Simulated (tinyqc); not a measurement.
# Four-point probe, van der Pauw, Hall and spreading-resistance readings of a semiconductor layer, step by step

A worked calculation. Computed by tinyqc, a small Python program that keeps every step. Command: `OMP_NUM_THREADS=1 python tinyqc.py 3113866 3113867 out.jsonl probe walk`. One thread of a shared host (Intel(R) Xeon(R) Processor @ 2.30GHz), about 0.01 s of CPU time with the checks. Intermediate numbers are printed to about 6 digits and carried at full precision; extremes and crossings named in words are read from the listed rows.

The layer is uniform and ohmic; contacts are points unless a radius is given.

Inputs (values chosen for the exercise, modelled on p-type silicon):
```
quantity                                      value        unit
carrier density n                             4e+19      1/cm^3
drift mobility mu                              50.8  cm^2/(V s)
layer thickness t                               340  micrometre
probe spacing s                                   1          mm
current I                                       0.4          mA
radius a of the spreading-resistance contact    1.6  micrometre
```

Backing of the layer: conducting.

Constants: e = 1.602176634e-19 C.

## Resistivity and sheet resistance

rho = 1/(e n mu); R_s = rho/t.

resistivity rho = 0.00307161 ohm cm

sheet resistance R_s = 0.0903414 ohm/square

## Four-point voltage

Collinear probes with equal spacing on a layer with conducting backing: images at depth 2 m t give V = (rho I/(2 pi s)) G, G = 1 + 4 sum_(m>=1) (-1)^m [1/sqrt(1 + (2 m u)^2) - 1/sqrt(4 + (2 m u)^2)], u = t/s; the sum runs to m = 20000, with the last term halved. Limits: thick, rho = 2 pi s V/I; thin on an insulator, rho = (pi/ln 2) t V/I.

t/s = 0.34

G = 0.0654847

voltage V = 1.28052e-04 mV

rho by the thick formula = 2.01144e-04 ohm cm

rho by the thin formula = 4.93321e-05 ohm cm

The thick formula is off by -93.5 % and the thin one by -98.4 %. A conducting backing shunts the current, so V lies below the thick value.

## Thickness correction

The last two columns give rho(formula)/rho for rho = 2 pi s V/I and rho = (pi/ln 2) t V/I.

Correction against t/s:
```
t/s            G  thick formula  thin formula
0.1  1.89158e-06    1.89158e-06   1.36449e-07
0.2  3.41950e-03    3.41950e-03   4.93330e-04
0.3  3.78756e-02    3.78756e-02   8.19644e-03
0.5  2.28997e-01    2.28997e-01   8.25934e-02
0.7  4.49933e-01    4.49933e-01   2.27191e-01
1.0  6.83310e-01    6.83310e-01   4.92904e-01
1.5  8.64029e-01    8.64029e-01   9.34898e-01
2.0  9.32936e-01    9.32936e-01   1.34594e+00
3.0  9.77516e-01    9.77516e-01   2.11539e+00
5.0  9.94802e-01    9.94802e-01   3.58799e+00
```

The thin formula, made for an insulating backing, holds nowhere here; the thick one holds to 1 % from t/s = 5.

## Spreading resistance

Flat disc contact with the current density of a half-space: R = (rho/(4 a)) c, c = (4/pi) int_0^infinity K(x t/a) sin(x) J1(x)/x^2 dx for a conducting backing, K = tanh, with the voltage averaged over the disc; c tends to 1 for t >> a.

rho/(4 a) = 4.79939 ohm

factor c = 0.997923

spreading resistance = 4.78942 ohm

column estimate rho t/(pi a^2) = 1298.54 ohm

## Contact radius against thickness

Compared with (2/pi) arctan(2 t/a) and with the column value 4 t/(pi a).

At the given t:
```
t/a          c  arctan form  column form      R (ohm)
0.1   0.108910     0.125666  1.27324e-01  2.45978e-04
0.2   0.201494     0.242238  2.54648e-01  9.10162e-04
0.5   0.414903     0.500000  6.36620e-01  4.68537e-03
1.0   0.620675     0.704833  1.27324e+00  1.40182e-02
2.0   0.788937     0.844042  2.54648e+00  3.56369e-02
5.0   0.912405     0.936549  6.36620e+00  1.03035e-01
10.0  0.955956     0.968195  1.27324e+01  2.15906e-01
30.0  0.985294     0.989391  3.81972e+01  6.67597e-01
```

The arctan form misses c by at most about 21 % over these rows; the column form is off by +17 % at t/a = 0.1 and by +105 % at t/a = 1, where the current spreads beyond the disc.

Checks made by the program: G at u = 20 against 1 - 3 eta(3)/(4 u^3), eta(3) = 0.9015427 (relative difference 2e-07); (4/pi) int sin x J1(x)/x^2 dx = 1 (relative difference 3e-05).
